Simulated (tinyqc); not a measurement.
The width of the window: equation-of-state fits to an energy-volume table made by a known binding curve. Computed by tinyqc, a small Python program. Command: `OMP_NUM_THREADS=1 python tinyqc.py 3026705 3026706 out.jsonl eosfit walk`. One thread of a shared host (Intel(R) Xeon(R) Processor @ 2.30GHz), about 0.03 s of CPU time with the checks.

With x = (V/V_0)^(1/3), the energy per atom is E = D [exp(-2 eta (x - 1)) - 2 exp(-eta (x - 1))], so that B0 = 2 D eta^2/(9 V_0) and B' = 1 + eta. B' = dB/dP at P = 0.

Inputs (values chosen for the exercise, for a model crystal):

| quantity | value | unit |
|---|---|---|
| cohesive energy D | 5.62 | eV/atom |
| true volume V_0 | 12.4 | angstrom^3/atom |
| stiffness eta | 3.49 | - |
| shift of the window centre s | -0.0088 | - |
| points N | 7 | - |
| compression V/V_0 for the pressure test | 0.8 | - |
| noise amplitude | 0.13 | meV |

Binding curve: Morse. Noise: added.

Constants: 1 eV/angstrom^3 = 160.2176634 GPa.

Method:
- B0 and B' from the formulas above; P = -dE/dV at V = c V_0 (c the compression chosen), from the curve itself.
- Table: V_j = V_0 [1 + s + w (2 j/(N - 1) - 1)], j = 0..N-1, rounded to 0.001; E_j from the curve plus the noise amplitude times the listed numbers xi_j (xi_0 first), rounded to 1e-7 eV.
- Murnaghan: E = E0 + (B0 V/B') [(V0/V)^B'/(B' - 1) + 1] - B0 V0/(B' - 1), P = (B0/B') [(V0/V)^B' - 1].
- Birch-Murnaghan: E = E0 + (9 V0 B0/16) [y^3 B' + y^2 (2 - 4 y)], y = (V0/V)^(2/3) - 1; P = (3 B0/2) (x^7 - x^5) [1 + (3/4)(B' - 4)(x^2 - 1)], x = (V0/V)^(1/3).
- Vinet: E = E0 + (9 B0 V0/h^2) {1 + [h (1 - x) - 1] exp(h (1 - x))}, P = 3 B0 (1 - x) x^-2 exp(h (1 - x)), x = (V/V0)^(1/3), h = (3/2)(B' - 1).
- All are least-squares fits to the energies; for polynomials in V, B0 = V E'' and B' = -1 - V E'''/E'' at the minimum.
- The table is made anew for each w.

numbers xi_j, drawn evenly from -1 to 1: -0.2915  0.8028  0.6419  -0.5793  0.3286  0.0682  -0.1310

exact B0 = 196.546 GPa

exact B' = 4.49

Errors (%):

| w | B0, parabola | B0, cubic | B0, Murnaghan | B0, Birch-Murnaghan | B0, Vinet | B', Birch-Murnaghan |
|---|---|---|---|---|---|---|
| 0.03 | 4.688 | 1.020 | 1.022 | 1.051 | 1.016 | -38.212 |
| 0.05 | 5.589 | 0.630 | 0.072 | 0.136 | 0.162 | -8.840 |
| 0.08 | 7.069 | 1.613 | -0.283 | -0.069 | 0.034 | -2.631 |
| 0.12 | 9.948 | 3.899 | -0.722 | -0.212 | 0.039 | -1.362 |
| 0.16 | 14.036 | 7.234 | -1.281 | -0.383 | 0.070 | -1.276 |
| 0.22 | 22.734 | 14.498 | -2.332 | -0.719 | 0.137 | -1.683 |

The Birch-Murnaghan error of B0 is smallest among these at w = 0.08 (0.069 % in size); it is 1.051 % at the narrowest and 0.719 % at the widest. A narrow window magnifies the noise, since the energy range shrinks as w^2, and a wide one exposes the form. At the widest window the errors of B0 are +22.7 % for the parabola and +14.5 % for the cubic in V.

Extremes, crossings and ranges named in words are read from the listed rows.
